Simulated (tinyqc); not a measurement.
# Undoped symmetric double-gate MOSFET, analytic potential model: effect of the insulator thickness

An undoped body of thickness ts between two equal insulators and tied gates; long channel, electrons only, n = ni exp((psi - V)/Vt) with V the quasi-Fermi potential (0 at the source, Vd at the drain), constant mobility, no quantisation. Across the body psi(x) = V - 2 Vt ln[(ts/(2 beta)) sqrt(q ni/(2 eps0 eps_r Vt)) cos(2 beta x/ts)], x from the centre. Q is the electron charge per area of the whole body.

ni = sqrt(Nc Nv) exp(-Eg/(2 Vt)), Eg in volts; r = eps_r tox/(eox ts); V0 = dphi + 2 Vt ln[(2/ts) sqrt(2 eps0 eps_r Vt/(q ni))]. beta (between 0 and pi/2) solves (Vg - V0 - V)/(2 Vt) = ln(beta) - ln(cos beta) + 2 r beta tan(beta). Q = 8 eps0 eps_r Vt beta tan(beta)/ts; I = mu (1/L)(4 eps0 eps_r/ts)(2 Vt)^2 [g(beta_s) - g(beta_d)] per width, g = beta tan(beta) - beta^2/2 + r beta^2 tan^2(beta), with beta_s at V = 0 and beta_d at V = Vd.  I(low) is taken at Vg = 0.35 V, Qs and I(high) at Vg = 1.1 V.

Values chosen for this exercise; material values close to those of silicon: temperature T = 300 K; band gap Eg = 1.13 eV; relative permittivity of the semiconductor eps_r = 11.8; conduction-band density of states at T Nc = 2.84e19 cm^-3; valence-band density of states at T Nv = 2.67e19 cm^-3; relative permittivity of the gate insulator eox = 8.93; body thickness ts = 8 nm; gate work function less that of the intrinsic body dphi = 0.1 V; channel mobility mu = 200 cm^2/(V s); gate length L = 0.1 um; drain voltage Vd = 0.3 V.

Constants: q = 1.602176634e-19 C, kB = 1.380649e-23 J/K, Vt = kB T/q, eps0 = 8.8541878128e-14 F/cm where lengths are in cm. Results are converted to the units shown.

The same in every row: V0 (V) = 0.59856.

Result of one run:
```
tox (nm)  I(low) (nA/um)  Qs(high) (nC/cm^2)  I(high) (uA/um)
15               0.93178              488.48           207.73
```

What becomes of these results when the insulator thickness tox is changed from 15 to 2.4 nm, all else the same?

Result of the changed run:
```
tox (nm)  I(low) (nA/um)  Qs(high) (nC/cm^2)  I(high) (uA/um)
2.4              0.93204              2537.0           1017.0
```

The whole series:
```
tox (nm)  I(low) (nA/um)  Qs(high) (nC/cm^2)  I(high) (uA/um)
1.7              0.93206              3437.9           1356.6
2.4              0.93204              2537.0           1017.0
3.5              0.93202              1815.7           739.11
5                0.93199              1320.7           544.60
7.2              0.93194              951.74           397.04
10               0.93189              707.01           297.68
15               0.93178              488.48           207.73
```

As tox goes from 1.7 to 15 nm, I(low) stays near 0.932 nA/um and I(high) falls from 1360 to 208 uA/um. On average I(low) is independent of tox and I(high) goes as tox^(-0.86). Below threshold no voltage drops over the insulator in this long-channel model, so its thickness does not matter there. In every row the surface density at the source at the higher gate voltage passes 0.3 Nc, where Boltzmann statistics fail. In every row mu V/L at the higher gate voltage, with V the smaller of Vd and Vg - V0, passes 3e6 cm/s, so velocity saturation would lower the current. At tox = 15 nm L is under three scale lengths of this cross-section, so short-channel effects, left out here, would raise the subthreshold current.

Computed by the program tinyqc: `OMP_NUM_THREADS=1 python tinyqc.py 2440029 2440030 out.jsonl`, one thread of a shared Intel Xeon 2.30GHz, about 0.01 s for the whole run.
